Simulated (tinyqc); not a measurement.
Gap and screening length from two transmissions.

Problem. At the source junction of a tunnel FET, T(w) = exp(-S), S = 2 pi lam sqrt(m/(C Eg)) [w + Eg/2 - sqrt(w (w + Eg))], C = hbar^2/(2 m0). Find Eg (between 0.1 and 3 eV) and lam.

Values chosen for this exercise: band-edge mass of the two-band model m = 0.046 m0.

Constants: q = 1.602176634e-19 C, hbar = 1.054571817e-34 J s, m0 = 9.1093837015e-31 kg, hbar^2/(2 m0) = 0.0380998212 eV nm^2. Results are converted to the units shown.

T(w) at w = 0.03 and 0.36 eV: [0.0024523001, 0.086337724]

Answer. The ratio of the two exponents depends on Eg alone and falls steadily with it, which fixes Eg; either exponent then gives lam.

ratio of the two S = 2.454
Eg = 0.7470 eV
lam = 3.000 nm

Computed by the program tinyqc: `OMP_NUM_THREADS=1 python tinyqc.py 2620026 2620027 out.jsonl`, one thread of a shared Intel Xeon 2.30GHz, about 0.01 s for the whole run.
